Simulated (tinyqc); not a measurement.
From results to parameters: Hueckel model of a polar double bond. Computed by the program tinyqc.

Problem. A C=X pi bond in Hueckel theory has H_XX = alpha + h beta, H_CC = alpha and H_CX = k beta, with two electrons. Find h, k, the charge on carbon and the bond order.

x values of the two levels (E = alpha + x beta): 1.620892  -0.510892

Solution. The sum of the x values is h and their product is -k^2; the charge on carbon is h/sqrt(h^2 + 4k^2) and the bond order 2k/sqrt(h^2 + 4k^2).

h, k: 1.110  0.910
charge on carbon, bond order: 0.521  0.854
